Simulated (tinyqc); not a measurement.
Interdiffusion of a quantum well during annealing: blurred potential and shift of the confined levels: one step, computed by the program tinyqc. Command: `OMP_NUM_THREADS=1 python tinyqc.py 3003276 3003277 out.jsonl qwi walk`. One thread of a shared host (Intel(R) Xeon(R) Processor @ 2.30GHz), about 0.06 s of CPU time with the checks.

A square well of width w is blurred by Fick diffusion with a constant coefficient; band offsets are linear in composition, masses are uniform, and strain and excitons are ignored.

Problem. Diffusion length. D = D0 exp(-E/(k_B T)); L = sqrt(D t); share of well material at the centre erf(w/(4L)); 1 nm = 1e-7 cm. Temperatures in kelvin are T(C) + 273.15.

Inputs (values chosen for the exercise, modelled on SiGe in silicon (holes and electrons as a model)):

| quantity | value | unit |
|---|---|---|
| well width w | 5.7 | nm |
| prefactor D0 | 14 | cm^2/s |
| activation energy E | 4.09 | eV |
| anneal temperature T | 960 | C |
| anneal time t | 28 | s |

Constants: k_B = 8.617333262e-05 eV/K.

Give: diffusivity D; diffusion length L; ratio L/w; share at the centre.

Solution.

diffusivity D = 2.6956e-16 cm^2/s

diffusion length L = 0.86877 nm

ratio L/w = 0.15242

share at the centre = 0.97964
